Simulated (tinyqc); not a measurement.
From results back to parameters: sp3s* tight binding. Five cases, with inputs chosen for the exercise.

Problem. Without spin-orbit coupling the s levels at Gamma are the roots of [[Esa, Vss], [Vss, Esc]], the p levels those of [[Epa, Vxx], [Vxx, Epc]], and the doubly degenerate valence level at X is the lower root of [[Epa, Vxy], [Vxy, Epc]]. The atomic differences are given; the levels below come from hidden parameters.

Case 1.

Values chosen (out of a larger set: near a published set for GaP, fitted to gaps, whose masses and valley positions are rough; not measured data): dEs = 5.871 eV (Esc - Esa); dEp = 3.004 eV (Epc - Epa).

s levels at Gamma (eV): -13.13623  2.84523

p levels at Gamma (eV): -0.00307  5.25707

valence level X5 = -2.76349 eV

Case 2.

Values chosen (out of a larger set: near a published set for SiC, fitted to gaps, whose masses and valley positions are rough; spin-orbit coupling, where it is added without a refit, lifts the valence top and shrinks all gaps by about a third of the splitting; not measured data): dEs = 3.692 eV (Esc - Esa); dEp = 2.265 eV (Epc - Epa).

s levels at Gamma (eV): -19.11315  5.69115

p levels at Gamma (eV): 0.06011  6.48089

valence level X5 = -2.74212 eV

Case 3.

Values chosen (out of a larger set: near a published set for GaSb, fitted to gaps, whose masses and valley positions are rough; spin-orbit coupling, where it is added without a refit, lifts the valence top and shrinks all gaps by about a third of the splitting; not measured data): dEs = 3.441 eV (Esc - Esa); dEp = 2.077 eV (Epc - Epa).

s levels at Gamma (eV): -12.00948  0.71848

p levels at Gamma (eV): -0.00124  3.78024

valence level X5 = -2.39138 eV

Case 4.

Values chosen (out of a larger set: near a published set for GaAs, fitted to gaps, whose masses and valley positions are rough; spin-orbit coupling, where it is added without a refit, lifts the valence top and shrinks all gaps by about a third of the splitting; not measured data): dEs = 5.711 eV (Esc - Esa); dEp = 2.63 eV (Epc - Epa).

s levels at Gamma (eV): -12.57155  1.55255

p levels at Gamma (eV): 0.00455  4.71345

valence level X5 = -2.89812 eV

Case 5.

Values chosen (out of a larger set: near a published set for InP, fitted to gaps, whose masses and valley positions are rough; spin-orbit coupling, where it is added without a refit, lifts the valence top and shrinks all gaps by about a third of the splitting; not measured data): dEs = 7.053 eV (Esc - Esa); dEp = 3.181 eV (Epc - Epa).

s levels at Gamma (eV): -11.44377  1.41677

p levels at Gamma (eV): 0.00402  4.92298

valence level X5 = -2.05564 eV

Find: Esa, Esc, Epa, Epc; |Vss|, |Vxx|, |Vxy|.

Solution. The mean of a pair of roots is the mean of the two levels, which with the given difference fixes both; half the splitting, squared, less a quarter of the squared difference is V^2. At X the lower root lies sqrt((dEp/2)^2 + Vxy^2) below the mean p level.

Case 1.

Esa, Esc, Epa, Epc (eV): -8.081  -2.210  1.125  4.129

|Vss|, |Vxx|, |Vxy| (eV): 7.432  2.159  5.177

Case 2.

Esa, Esc, Epa, Epc (eV): -8.557  -4.865  2.138  4.403

|Vss|, |Vxx|, |Vxy| (eV): 12.264  3.004  5.905

Case 3.

Esa, Esc, Epa, Epc (eV): -7.366  -3.925  0.851  2.928

|Vss|, |Vxx|, |Vxy| (eV): 6.127  1.580  4.153

Case 4.

Esa, Esc, Epa, Epc (eV): -8.365  -2.654  1.044  3.674

|Vss|, |Vxx|, |Vxy| (eV): 6.459  1.953  5.090

Case 5.

Esa, Esc, Epa, Epc (eV): -8.540  -1.487  0.873  4.054

|Vss|, |Vxx|, |Vxy| (eV): 5.377  1.876  4.230

Computed by tinyqc, one run a case: `OMP_NUM_THREADS=1 python tinyqc.py N N+1 out.jsonl` with N = 1450303, 1450315, 1450331, 1450368, 1450452; one thread of a shared Intel(R) Xeon(R) Processor @ 2.30GHz, about 0.2 s a run at most.
